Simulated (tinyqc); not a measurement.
CID on RHF in the cc-pvdz basis, for He, spin multiplicity 1, step by step. Computed by tinyqc, a small Python program that keeps every step (integrals from PySCF). Settings: charge = 0, multiplicity = 1, basis = cc-pvdz, method = RHF, energy threshold = 1e-10, iteration cap = 63, orthogonalisation = canonical, start = core, DIIS depth = 6, ci = CID. Command: `OMP_NUM_THREADS=1 python tinyqc.py 31718 31719 out.jsonl` (the two numbers bound the seeds that draw the settings). One thread of a shared host (Intel(R) Xeon(R) Processor @ 2.60GHz), about 0.07 s of CPU time with the checks. The early iterations of the SCF are left out here.

## One-electron integrals

Geometry (angstrom):
```
atom,x,y,z
He,0.000000,0.000000,0.000000
```

Basis cc-pvdz: exponents (1/bohr^2) and contraction coefficients of normalised primitives:
```
element,l (shell),exponent,coefficient
He,s (1),38.360000,0.040176
He,s (1),5.770000,0.261368
He,s (1),1.240000,0.793071
He,s (2),0.297600,1.000000
He,p (3),1.275000,1.000000
```

Overlap, kinetic and nuclear-attraction integrals over the contracted functions; the nuclear repulsion is the sum of Za Zb / Rab.

nuclear repulsion = 0 hartree

overlap S:
```
,1He 1s,1He 2s,1He 2px,1He 2py,1He 2pz
1He 1s,1.000000,0.634168,0.000000,0.000000,0.000000
1He 2s,0.634168,1.000000,0.000000,0.000000,0.000000
1He 2px,0.000000,0.000000,1.000000,0.000000,0.000000
1He 2py,0.000000,0.000000,0.000000,1.000000,0.000000
1He 2pz,0.000000,0.000000,0.000000,0.000000,1.000000
```

kinetic energy T (hartree):
```
,1He 1s,1He 2s,1He 2px,1He 2py,1He 2pz
1He 1s,2.922435,0.466660,0.000000,0.000000,0.000000
1He 2s,0.466660,0.446400,0.000000,0.000000,0.000000
1He 2px,0.000000,0.000000,3.187500,0.000000,0.000000
1He 2py,0.000000,0.000000,0.000000,3.187500,0.000000
1He 2pz,0.000000,0.000000,0.000000,0.000000,3.187500
```

nuclear attraction V (hartree):
```
,1He 1s,1He 2s,1He 2px,1He 2py,1He 2pz
1He 1s,-4.802688,-2.012449,0.000000,0.000000,0.000000
1He 2s,-2.012449,-1.741071,0.000000,0.000000,0.000000
1He 2px,0.000000,0.000000,-2.402503,0.000000,0.000000
1He 2py,0.000000,0.000000,0.000000,-2.402503,0.000000
1He 2pz,0.000000,0.000000,0.000000,0.000000,-2.402503
```

core Hamiltonian H = T + V (hartree):
```
,1He 1s,1He 2s,1He 2px,1He 2py,1He 2pz
1He 1s,-1.880253,-1.545789,0.000000,0.000000,0.000000
1He 2s,-1.545789,-1.294671,0.000000,0.000000,0.000000
1He 2px,0.000000,0.000000,0.784997,0.000000,0.000000
1He 2py,0.000000,0.000000,0.000000,0.784997,0.000000
1He 2pz,0.000000,0.000000,0.000000,0.000000,0.784997
```

## Two-electron integrals

Functions are numbered as in S; the eight-fold symmetry (ij|kl) = (ji|kl) = (kl|ij) leaves the list below.

Two-electron integrals (ij|kl) in chemists' order, unique and non-zero (hartree):
```
i,j,k,l,(ij|kl)
1,1,1,1,1.543036
2,1,1,1,0.784979
2,1,2,1,0.426774
2,2,1,1,0.803460
2,2,2,1,0.475908
2,2,2,2,0.615562
3,1,3,1,0.177307
3,2,3,1,0.142524
3,2,3,2,0.130008
3,3,1,1,1.099799
3,3,2,1,0.627782
3,3,2,2,0.734404
3,3,3,3,1.040531
4,1,4,1,0.177307
4,2,4,1,0.142524
4,2,4,2,0.130008
4,3,4,3,0.063706
4,4,1,1,1.099799
4,4,2,1,0.627782
4,4,2,2,0.734404
4,4,3,3,0.913119
4,4,4,4,1.040531
5,1,5,1,0.177307
5,2,5,1,0.142524
5,2,5,2,0.130008
5,3,5,3,0.063706
5,4,5,4,0.063706
5,5,1,1,1.099799
5,5,2,1,0.627782
5,5,2,2,0.734404
5,5,3,3,0.913119
5,5,4,4,0.913119
5,5,5,5,1.040531
```

## Orthogonalisation

S = U s U^T; canonical form X = U s^(-1/2), so that X^T S X = 1. Each column of U has its largest component positive (the first on a tie).

eigenvalues of S: 0.365832  1.000000  1.000000  1.000000  1.634168

X:
```
,1,2,3,4,5
1He 1s,1.169079,0.000000,0.000000,0.000000,0.553142
1He 2s,-1.169079,0.000000,0.000000,0.000000,0.553142
1He 2px,0.000000,1.000000,0.000000,0.000000,0.000000
1He 2py,0.000000,0.000000,1.000000,0.000000,0.000000
1He 2pz,0.000000,0.000000,0.000000,1.000000,0.000000
```

Within a degenerate level the vectors are fixed only up to a rotation; this is one choice.

## Starting guess

The start is the orbitals of the core Hamiltonian; D = 2 C_occ C_occ^T.

D at the start:
```
,1He 1s,1He 2s,1He 2px,1He 2py,1He 2pz
1He 1s,1.195448,0.481457,0.000000,0.000000,0.000000
1He 2s,0.481457,0.193903,0.000000,0.000000,0.000000
1He 2px,0.000000,0.000000,0.000000,0.000000,0.000000
1He 2py,0.000000,0.000000,0.000000,0.000000,0.000000
1He 2pz,0.000000,0.000000,0.000000,0.000000,0.000000
```

## Iteration 9 (converged): orbitals

converged F (hartree):
```
,1He 1s,1He 2s,1He 2px,1He 2py,1He 2pz
1He 1s,-0.550426,-0.999872,0.000000,0.000000,0.000000
1He 2s,-0.999872,-0.428819,0.000000,0.000000,0.000000
1He 2px,0.000000,0.000000,2.524372,0.000000,0.000000
1He 2py,0.000000,0.000000,0.000000,2.524372,0.000000
1He 2pz,0.000000,0.000000,0.000000,0.000000,2.524372
```

Diagonalise F' = X^T F X, C = X C', fill 1 alpha and 1 beta electrons from the bottom; D = 2 C_occ C_occ^T. Each column has its largest component positive (the first on a tie).

F' = X^T F X (hartree):
```
,1,2,3,4,5
1,1.394763,0.000000,0.000000,0.000000,-0.078640
2,0.000000,2.524372,0.000000,0.000000,0.000000
3,0.000000,0.000000,2.524372,0.000000,0.000000
4,0.000000,0.000000,0.000000,2.524372,0.000000
5,-0.078640,0.000000,0.000000,0.000000,-0.911470
```

orbital energies (hartree): MO1 -0.914148, MO2 1.397442, MO3 2.524372, MO4 2.524372, MO5 2.524372

coefficients C:
```
,MO1,MO2,MO3,MO4,MO5
1He 1s,0.592616,-1.149573,0.000000,0.000000,0.000000
1He 2s,0.513027,1.187231,0.000000,0.000000,0.000000
1He 2px,0.000000,0.000000,1.000000,0.000000,0.000000
1He 2py,0.000000,0.000000,0.000000,1.000000,-0.000920
1He 2pz,0.000000,0.000000,0.000000,0.000920,1.000000
```

D after iteration 9:
```
,1He 1s,1He 2s,1He 2px,1He 2py,1He 2pz
1He 1s,0.702388,0.608056,0.000000,0.000000,0.000000
1He 2s,0.608056,0.526393,0.000000,0.000000,0.000000
1He 2px,0.000000,0.000000,0.000000,0.000000,0.000000
1He 2py,0.000000,0.000000,0.000000,0.000000,0.000000
1He 2pz,0.000000,0.000000,0.000000,0.000000,0.000000
```

Within a degenerate level the vectors are fixed only up to a rotation; this is one choice.

## Convergence

Stop when the energy changes by less than 1e-10 hartree and every element of the error matrix X^T (F D S - S D F) X is below 3e-06.

Course of the cycle:
```
iteration,E (hartree),change,largest element of the error matrix
1,-2.74189681,-,6.75e-01
2,-2.85440990,-1.13e-01,5.66e-02
3,-2.85516045,-7.51e-04,3.67e-04
4,-2.85516047,-2.52e-08,1.66e-04
5,-2.85516047,-3.75e-09,1.07e-04
6,-2.85516048,-1.22e-09,7.88e-05
7,-2.85516048,-5.43e-10,6.24e-05
8,-2.85516048,-9.12e-10,6.95e-08
9,-2.85516048,-1.78e-15,1.56e-10
```

PySCF RHF in the same basis = -2.85516048 hartree

Converged in 9 iterations.

## Populations

Mulliken: Z minus the diagonal of D S on the atom; Loewdin: the same with S^(1/2) D S^(1/2).

Charges (e):
```
atom,Mulliken,Loewdin
1He,0,0
```

## Integrals over molecular orbitals

(pq|rs) = sum C_ip C_jq C_kr C_ls (ij|kl), one index at a time.

one-electron integrals over orbitals h = C^T H C (hartree):
```
,1,2,3,4,5
1,-1.941013,0.316447,0.000000,0.000000,0.000000
2,0.316447,-0.090238,0.000000,0.000000,0.000000
3,0.000000,0.000000,0.784997,0.000000,0.000000
4,0.000000,0.000000,0.000000,0.784997,0.000000
5,0.000000,0.000000,0.000000,0.000000,0.784997
```

Two-electron integrals over orbitals (pq|rs), unique and non-zero (hartree):
```
p,q,r,s,(pq|rs)
1,1,1,1,1.026865
2,1,1,1,-0.316447
2,1,2,1,0.227505
2,2,1,1,0.857592
2,2,2,1,-0.255195
2,2,2,2,0.765495
3,1,3,1,0.183149
3,2,3,1,-0.025386
3,2,3,2,0.028529
3,3,1,1,0.961262
3,3,2,1,-0.230485
3,3,2,2,0.774953
3,3,3,3,1.040531
4,1,4,1,0.183149
4,2,4,1,-0.025386
4,2,4,2,0.028529
4,3,4,3,0.063706
4,4,1,1,0.961262
4,4,2,1,-0.230485
4,4,2,2,0.774953
4,4,3,3,0.913119
4,4,4,4,1.040531
5,1,5,1,0.183149
5,2,5,1,-0.025386
5,2,5,2,0.028529
5,3,5,3,0.063706
5,4,5,4,0.063706
5,5,1,1,0.961262
5,5,2,1,-0.230485
5,5,2,2,0.774953
5,5,3,3,0.913119
5,5,4,4,0.913119
5,5,5,5,1.040531
```

## CID: determinants and Hamiltonian

Hartree-Fock energy = -2.85516048 hartree

Slater-Condon rules over spin orbitals, with the nuclear repulsion added and E(HF) subtracted on the diagonal. Only determinants linked to the reference directly or through others are kept (one block of an abelian symmetry group), so some states are absent.

Occupation strings over the orbitals (2 doubly, a alpha, b beta, 0 empty; spin orbitals ordered 1a 1b 2a 2b ...): 20000 02000 00200 00020 00002

H - E(HF) between determinants (hartree):
```
,20000,02000,00200,00020,00002
20000,0.000000,0.227505,0.183149,0.183149,0.183149
02000,0.227505,3.440179,0.028529,0.028529,0.028529
00200,0.183149,0.028529,5.465686,0.063706,0.063706
00020,0.183149,0.028529,0.063706,5.465686,0.063706
00002,0.183149,0.028529,0.063706,0.063706,5.465686
```

## CID: roots

Diagonalise (each vector has its largest component positive (the first on a tie)); all determinants have Ms = 0, so triplets appear too. The lowest singlet root is the correlation energy.

lowest roots of this matrix, relative to E(HF) (hartree): -0.032432  3.452890  5.401980  5.401980  5.612819

lowest vectors:
```
,root 1,root 2,root 3,root 4
20000,0.996368,0.062754,0.000000,0.000000
02000,-0.064485,0.997505,0.000000,0.000000
00200,-0.032112,-0.018667,-0.112838,0.808662
00020,-0.032112,-0.018667,-0.643903,-0.502051
00002,-0.032112,-0.018667,0.756741,-0.306611
```

<S^2> of these roots: 0.000000  0.000000  0.000000  0.000000  0.000000

weight of the ground state by excitation level 0, 1, 2, ...: 0.992748  0.000000  0.007252

Within a degenerate level the vectors are fixed only up to a rotation; this is one choice.
